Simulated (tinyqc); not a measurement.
Inside a calculation. Method: tight binding, honeycomb lattice. One step of it, computed by the program tinyqc.

Task: Levels at k. Diagonalise the Hermitian matrix.

H(k) at k (eV), order A, B:
```
[[0.781046, -2.538512-1.368512i],
 [-2.538512+1.368512i, 0.874437]]
```

Give: eigenvalues; weights |c|^2 of the basis functions.

Result:

eigenvalues (eV): [-2.057, 3.712]

weights |c|^2 of the basis functions, order A, B:
```
[[0.508, 0.492],
 [0.492, 0.508]]
```
